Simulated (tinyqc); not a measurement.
Inside a calculation. Model: hot electrons in a saturated n-channel MOSFET, lucky-electron model.

Program tinyqc, `OMP_NUM_THREADS=1 python tinyqc.py 2550021 2550022 out.jsonl`; Intel Xeon 2.30GHz, shared host, one thread, about 0.01 s. Printed values are rounded.

Beyond pinch-off the lateral field grows as Esat cosh(y/l) over the velocity-saturated region (pseudo-two-dimensional model). Impact ionisation in this region gives the substrate current, which biases the body forward through Rsub. Currents are per width. Local-field laws: they overstate ionisation when the field peak is narrower than an energy relaxation length.

Parameters, values chosen for the exercise; values close to those of silicon n-channel devices: channel length L = 0.35 um; oxide thickness tox = 6.3 nm; junction depth xj = 110 nm; threshold VT = 0.7 V; effective mobility mu = 400 cm^2/(V s); saturation velocity vs = 7.4e6 cm/s; ionisation prefactor Ai = 2e6 1/cm; ionisation field Bi = 1.87 MV/cm; resistance of the lightly doped drain Rd = 0 ohm um; substrate resistance Rsub = 23000 ohm um; fall of VT per volt of forward body bias kb = 0.27; hot-electron mean free path lm = 8.2 nm; oxide barrier pb = 3.2 V; prefactor of the gate current Cg = 0.0011; lifetime exponent m = 3.1; lifetime constant Hl = 1500 s uA/um; drain voltage Vd = 2.3 V; gate voltage Vg = 1.7 V.

Constants: eps0 = 8.8541878128e-14 F/cm where lengths are in cm. Results are converted to the units shown.

## Length and field scales

Cox = 3.9 eps0/tox, l = sqrt(3 tox xj), Esat = 2 vs/mu.

Cox = 0.5481164 uF/cm^2
l = 45.59605 nm
Esat = 0.037 MV/cm
Esat L = 1.295 V

## Iteration 1: body bias from the substrate current

Vb at the start = 0 V

Cox = 3.9 eps0/tox. Overdrive g = Vg - VT + kb Vb; Vdsat = g Esat L/(g + Esat L); Id = Cox vs (g - Vdsat); dV = Vd - Id Rd - Vdsat; Em = sqrt((dV/l)^2 + Esat^2); Isub = Id (Ai/Bi) l Em exp(-Bi/Em). Vb(new) = Rsub Isub.

Vdsat = 0.5642702 V
Id = 176.7347 uA/um
dV = 1.735730 V
Em = 0.3824694 MV/cm
Isub = 2.481113 uA/um
Vb after iteration 1 = 0.05706560 V

## Iteration 2: body bias from the substrate current

As before.

Vdsat = 0.5691433 V
Id = 181.0076 uA/um
dV = 1.730857 V
Em = 0.3814056 MV/cm
Isub = 2.499711 uA/um
Vb after iteration 2 = 0.05749336 V

## Course of the iteration: body bias from the substrate current

Stop when Vb changes by less than 1e-9 V, or after 60 iterations.

Course of the iteration:

| iteration | Vb (V) | \|change\| (V) |
|---|---|---|
| 1 | 0.05706560 | 0.0571 |
| 2 | 0.05749336 | 4.28e-4 |
| 3 | 0.05749652 | 3.16e-6 |
| 4 | 0.05749654 | 2.33e-8 |
| 5 | 0.05749654 | 1.72e-10 |

Converged in 5 iterations. At the end each change is about 0.0074 times the one before: linear convergence.

## Gate current, lifetime and channel shortening

Id = 181.0400 uA/um
dV = 1.730820 V
Em = 0.3813976 MV/cm
Isub = 2.499850 uA/um

Ig = Cg Id exp(-pb/(lm Em)); lifetime tau = (Hl/Id)(Isub/Id)^(-m); length of the saturated region dL = l ln[(dV/l + Em)/Esat]. 1 year = 3.15576e7 s.

Isub/Id = 0.01380828
Ig = 7.169531 pA/um
tau = 0.1530314 years
dL = 137.8693 nm

The lifetime misses ten years. Integrating Ai exp(-Bi/E) over the cosh profile gives Isub/Id = 0.0118, so the closed form is 17 % above it.
